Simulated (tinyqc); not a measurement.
Inside a calculation. Method: CCD on RHF in the sto-3g basis, for H4, spin multiplicity 1. Computed by tinyqc, a small Python program that keeps every step (integrals from PySCF). Settings: charge = 0, multiplicity = 1, basis = sto-3g, method = RHF, energy threshold = 1e-10, iteration cap = 68, orthogonalisation = symmetric, start = core, DIIS depth = 6, amplitude equations = CCD, DIIS depth for amplitudes = 0, cap on updates = 68. Command: `OMP_NUM_THREADS=1 python tinyqc.py 25728 25729 out.jsonl` (the two numbers bound the seeds that draw the settings). One thread of a shared host (Intel(R) Xeon(R) Processor @ 2.60GHz), about 0.09 s of CPU time with the checks. The early iterations of the SCF are left out here.

## One-electron integrals

Geometry (angstrom):
```
atom         x         y         z
H     0.000000  0.000000  0.000000
H     0.000000  0.000000  0.766000
H     0.000000  1.136000  0.000000
H     0.000000  1.136000  0.766000
```

Basis sto-3g: exponents (1/bohr^2) and contraction coefficients of normalised primitives:
```
element  l (shell)  exponent  coefficient
H            s (1)  3.425251     0.154329
H            s (1)  0.623914     0.535328
H            s (1)  0.168855     0.444635
```

Overlap, kinetic and nuclear-attraction integrals over the contracted functions; the nuclear repulsion is the sum of Za Zb / Rab.

nuclear repulsion = 3.08576280 hartree

overlap S, lower triangle:
```
          1H 1s     2H 1s     3H 1s     4H 1s
1H 1s  1.000000
2H 1s  0.642891  1.000000
3H 1s  0.420148  0.308178  1.000000
4H 1s  0.308178  0.420148  0.642891  1.000000
```

kinetic energy T (hartree), lower triangle:
```
          1H 1s     2H 1s     3H 1s     4H 1s
1H 1s  0.760032
2H 1s  0.221747  0.760032
3H 1s  0.068320  0.023469  0.760032
4H 1s  0.023469  0.068320  0.221747  0.760032
```

nuclear attraction V (hartree), lower triangle:
```
           1H 1s      2H 1s      3H 1s      4H 1s
1H 1s  -2.705374
2H 1s  -1.704257  -2.705374
3H 1s  -1.068605  -0.800639  -2.705374
4H 1s  -0.800639  -1.068605  -1.704257  -2.705374
```

core Hamiltonian H = T + V (hartree), lower triangle:
```
           1H 1s      2H 1s      3H 1s      4H 1s
1H 1s  -1.945342
2H 1s  -1.482510  -1.945342
3H 1s  -1.000285  -0.777170  -1.945342
4H 1s  -0.777170  -1.000285  -1.482510  -1.945342
```

## Two-electron integrals

Functions are numbered as in S; the eight-fold symmetry (ij|kl) = (ji|kl) = (kl|ij) leaves the list below.

Two-electron integrals (ij|kl) in chemists' order, unique and non-zero (hartree):
```
(11|11) 0.774606   (21|11) 0.429870   (21|21) 0.280672   (22|11) 0.560257
(22|21) 0.429870   (22|22) 0.774606   (31|11) 0.251027   (31|21) 0.146370
(31|22) 0.199896   (31|31) 0.109252   (32|11) 0.165756   (32|21) 0.110269
(32|22) 0.171578   (32|31) 0.073544   (32|32) 0.055528   (33|11) 0.436033
(33|21) 0.265077   (33|22) 0.374483   (33|31) 0.251027   (33|32) 0.171578
(33|33) 0.774606   (41|11) 0.171578   (41|21) 0.110269   (41|22) 0.165756
(41|31) 0.073544   (41|32) 0.055070   (41|33) 0.165756   (41|41) 0.055528
(42|11) 0.199896   (42|21) 0.146370   (42|22) 0.251027   (42|31) 0.087689
(42|32) 0.073544   (42|33) 0.199896   (42|41) 0.073544   (42|42) 0.109252
(43|11) 0.265077   (43|21) 0.174029   (43|22) 0.265077   (43|31) 0.146370
(43|32) 0.110269   (43|33) 0.429870   (43|41) 0.110269   (43|42) 0.146370
(43|43) 0.280672   (44|11) 0.374483   (44|21) 0.265077   (44|22) 0.436033
(44|31) 0.199896   (44|32) 0.165756   (44|33) 0.560257   (44|41) 0.171578
(44|42) 0.251027   (44|43) 0.429870   (44|44) 0.774606
```

## Orthogonalisation

S = U s U^T; symmetric (Loewdin) form X = U s^(-1/2) U^T, so that X^T S X = 1.

eigenvalues of S: 0.245139  0.469080  0.914565  2.371217

X, lower triangle:
```
           1H 1s      2H 1s      3H 1s     4H 1s
1H 1s   1.293720
2H 1s  -0.446186   1.293720
3H 1s  -0.238979   0.040848   1.293720
4H 1s   0.040848  -0.238979  -0.446186  1.293720
```

## Iteration 2 (converged): orbitals

converged F (hartree), lower triangle:
```
           1H 1s      2H 1s      3H 1s      4H 1s
1H 1s  -0.411979
2H 1s  -0.630379  -0.411979
3H 1s  -0.371016  -0.350959  -0.411979
4H 1s  -0.350959  -0.371016  -0.630379  -0.411979
```

Diagonalise F' = X^T F X, C = X C', fill 2 alpha and 2 beta electrons from the bottom; D = 2 C_occ C_occ^T. Each column has its largest component positive (the first on a tie).

F' = X^T F X (hartree), lower triangle:
```
           1          2          3         4
1   0.075301
2  -0.622489   0.075301
3  -0.235914   0.039040   0.075301
4   0.039040  -0.235914  -0.622489  0.075301
```

orbital energies (hartree): MO1 -0.744062, MO2 -0.350313, MO3 0.422835, MO4 0.972744

coefficients C:
```
            MO1        MO2        MO3        MO4
1H 1s  0.324702   0.522833   0.730040   1.009866
2H 1s  0.324702   0.522833  -0.730040  -1.009866
3H 1s  0.324702  -0.522833   0.730040  -1.009866
4H 1s  0.324702  -0.522833  -0.730040   1.009866
```

D after iteration 2, lower triangle:
```
           1H 1s      2H 1s     3H 1s     4H 1s
1H 1s   0.757570
2H 1s   0.757570   0.757570
3H 1s  -0.335846  -0.335846  0.757570
4H 1s  -0.335846  -0.335846  0.757570  0.757570
```

## Convergence

Stop when the energy changes by less than 1e-10 hartree and every element of the error matrix X^T (F D S - S D F) X is below 3e-06.

Course of the cycle:
```
iteration  E (hartree)    change  largest element of the error matrix
1          -2.00838794         -                             6.23e-15
2          -2.00838794  0.000000                             1.80e-15
```

PySCF RHF in the same basis = -2.00838794 hartree

Converged in 2 iterations.

## Integrals over molecular orbitals

(pq|rs) = sum C_ip C_jq C_kr C_ls (ij|kl), one index at a time.

one-electron integrals over orbitals h = C^T H C (hartree), lower triangle:
```
           1          2          3          4
1  -2.195205
2   0.000000  -1.804571
3   0.000000   0.000000  -1.462324
4   0.000000   0.000000   0.000000  -0.977881
```

Two-electron integrals over orbitals (pq|rs), unique and non-zero (hartree):
```
(11|11) 0.544409   (21|21) 0.161024   (22|11) 0.533879   (22|22) 0.547524
(31|31) 0.117673   (32|32) 0.076006   (33|11) 0.523740   (33|22) 0.515679
(33|33) 0.530903   (41|32) 0.076038   (41|41) 0.076126   (42|31) 0.116534
(42|42) 0.127682   (43|21) 0.155726   (43|43) 0.170583   (44|11) 0.534026
(44|22) 0.543191   (44|33) 0.539756   (44|44) 0.566487
```

## CCD: starting amplitudes

t_ij^ab = <ij||ab> / (e_i + e_j - e_a - e_b), whose energy is MP2.

Starting amplitudes (spin orbitals 1a, 1b, ...; amplitudes related by a flip of all spins are not repeated):
```
from      to          t
1a 1b  3a 3b  -0.050421
2a 2b  3a 3b  -0.049154
2a 2b  4a 4b  -0.048253
1a 2b  3a 4b  -0.046801
1a 2b  3b 4a   0.030538
1a 1b  4a 4b  -0.022171
1a 2a  3a 4a  -0.016264
```

correlation energy = -0.03438720 hartree

## CCD: amplitude update 1

t_ij^ab D_ij^ab are set to the remaining terms of the spin-orbital equations, evaluated with the old amplitudes; for the doubles these are <ij||ab> + 1/2 <ab||ef> t_ij^ef + 1/2 <mn||ij> t_mn^ab + P(ij)P(ab) <mb||ej> t_im^ae + terms in t^2, D the orbital-energy denominators.

Amplitudes after update 1 (spin orbitals 1a, 1b, ...; amplitudes related by a flip of all spins are not repeated):
```
from      to          t
2a 2b  3a 3b  -0.078457
1a 1b  3a 3b  -0.066012
1a 2b  3a 4b  -0.061816
2a 2b  4a 4b  -0.061613
1a 2b  3b 4a   0.044468
1a 1b  4a 4b  -0.029354
1a 2a  3a 4a  -0.017348
```

correlation energy = -0.04640734 hartree

## CCD: amplitude update 2

As before.

Amplitudes after update 2 (spin orbitals 1a, 1b, ...; amplitudes related by a flip of all spins are not repeated):
```
from      to          t
2a 2b  3a 3b  -0.094711
1a 1b  3a 3b  -0.070695
1a 2b  3a 4b  -0.067155
2a 2b  4a 4b  -0.065126
1a 2b  3b 4a   0.050260
1a 1b  4a 4b  -0.031783
1a 2a  3a 4a  -0.016896
```

correlation energy = -0.05091589 hartree

## CCD: amplitude update 3

As before.

Amplitudes after update 3 (spin orbitals 1a, 1b, ...; amplitudes related by a flip of all spins are not repeated):
```
from      to          t
2a 2b  3a 3b  -0.103570
1a 1b  3a 3b  -0.071872
1a 2b  3a 4b  -0.069331
2a 2b  4a 4b  -0.065814
1a 2b  3b 4a   0.052580
1a 1b  4a 4b  -0.032717
1a 2a  3a 4a  -0.016751
```

correlation energy = -0.05273478 hartree

## CCD: convergence

E_corr = 1/4 sum <ij||ab> t_ij^ab; stop when the norm of the change is below 1e-8.

Course of the amplitude iterations:
```
update  correlation energy (hartree)  norm of the change
0                        -0.03438720                   -
1                        -0.04640734            9.32e-02
2                        -0.05091589            4.14e-02
3                        -0.05273478            2.01e-02
4                        -0.05351592            1.05e-02
5                        -0.05387008            5.78e-03
6                        -0.05403879            3.31e-03
7                        -0.05412294            1.95e-03
8                        -0.05416673            1.16e-03
9                        -0.05419037            7.00e-04
10                       -0.05420354            4.23e-04
11                       -0.05421105            2.57e-04
12                       -0.05421543            1.56e-04
13                       -0.05421801            9.52e-05
...                              ...                 ...
19                       -0.05422170            4.90e-06
20                       -0.05422177            2.99e-06
21                       -0.05422182            1.83e-06
22                       -0.05422185            1.11e-06
23                       -0.05422187            6.80e-07
24                       -0.05422188            4.15e-07
25                       -0.05422188            2.53e-07
26                       -0.05422189            1.54e-07
27                       -0.05422189            9.43e-08
28                       -0.05422189            5.75e-08
29                       -0.05422189            3.51e-08
30                       -0.05422189            2.14e-08
31                       -0.05422189            1.31e-08
32                       -0.05422189            7.98e-09
```

Converged amplitudes (spin orbitals 1a, 1b, ...; amplitudes related by a flip of all spins are not repeated):
```
from      to          t
2a 2b  3a 3b  -0.114946
1a 2b  3a 4b  -0.071451
1a 1b  3a 3b  -0.071023
2a 2b  4a 4b  -0.064823
1a 2b  3b 4a   0.054004
1a 1b  4a 4b  -0.033793
1a 2a  3a 4a  -0.017447
```

CCD total energy = -2.06260983 hartree

Converged in 32 updates.
